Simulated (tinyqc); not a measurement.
MOS inversion layer, Poisson-Schroedinger loop: one step of the calculation.

Electrons confined at an insulator interface at z = 0, treated as a hard wall; parabolic valleys, Hartree approximation, no image or exchange terms. The depletion charge lies far deeper than the electrons and gives a uniform field q Nd/(eps0 eps_r); the gate balances all charge. Energies are counted from the band edge at the interface.

Question. Density, output potential and mixing. n_i = sum_k N_k |psi_k|^2 (converted to cm^-3). Hartree part by Gauss: on the interval before node i the electrons still beyond are S_i = Ns - hz sum_(j<i) n_j, and U_i = U_(i-1) + q S_i hz/(eps0 eps_r) in eV, U_0 = 0 at the interface. Mixing: U(new) = U + a (U(out) - U).

Values chosen for this exercise; masses and permittivity close to those of silicon (100): relative permittivity eps_r = 11.9; sheet density of electrons Ns = 8.9e12 cm^-2; mixing factor a = 1.

Constants: q = 1.602176634e-19 C, eps0 = 8.8541878128e-14 F/cm where lengths are in cm. Results are converted to the units shown.

```
node,z (nm),self-consistent potential U at the start (eV),|psi|^2 of A1 (1/nm),|psi|^2 of A2 (1/nm),|psi|^2 of B1 (1/nm),|psi|^2 of B2 (1/nm)
1,0.76,0,0.15568394,0.14216468,0.03472208,0.03588025
2,1.52,0,0.36563012,0.16975429,0.11449406,0.09841927
3,2.28,0,0.37424393,0.01624451,0.19127729,0.11474185
4,3.04,0,0.24406628,0.05719558,0.23013660,0.07065804
5,3.8,0,0.11601179,0.23359020,0.22384130,0.01520505
6,4.56,0,0.04303089,0.29558096,0.18588237,0.00231437
7,5.32,0,0.01298247,0.21988056,0.13595200,0.04391578
8,6.08,0,0.00327668,0.11518670,0.08933334,0.11111592
9,6.84,0,0.00070613,0.04620182,0.05346488,0.16508575
10,7.6,0,0.00013198,0.01489237,0.02943315,0.18356654
11,8.36,0,0.00002166,0.00398201,0.01501157,0.16703692
12,9.12,0,0.00000315,0.00090342,0.00712668,0.12972632
13,9.88,0,0.00000041,0.00017688,0.00315410,0.08769421
14,10.64,0,0.00000005,0.00003028,0.00129507,0.05172276
15,11.4,0,0.00000001,0.00000457,0.00048298,0.02603622
16,12.16,0,0.00000000,0.00000060,0.00015207,0.01031656
17,12.92,0,0.00000000,0.00000006,0.00002995,0.00235366
```

N_k (cm^-2): A1 3.4622719e12, A2 9.1483287e11, B1 4.3230735e12, B2 1.9982174e11

Find: n; U(out); U after round 1.

Answer.

```
node,n (1e19 cm^-3),U(out) (eV),U after round 1 (eV)
1,0.826,0.1029,0.1029
2,1.936,0.1984,0.1984
3,2.160,0.2770,0.2770
4,1.906,0.3367,0.3367
5,1.586,0.3795,0.3795
6,1.223,0.4085,0.4085
7,0.843,0.4267,0.4267
8,0.525,0.4375,0.4375
9,0.309,0.4437,0.4437
10,0.178,0.4471,0.4471
11,0.102,0.4490,0.4490
12,0.058,0.4501,0.4501
13,0.031,0.4506,0.4506
14,0.016,0.4508,0.4508
15,0.007,0.4509,0.4509
16,0.003,0.4509,0.4509
17,0.001,0.4509,0.4509
```

Computed by the program tinyqc: `OMP_NUM_THREADS=1 python tinyqc.py 2160026 2160027 out.jsonl`, one thread of a shared Intel Xeon 2.30GHz, about 1 s for the whole run.
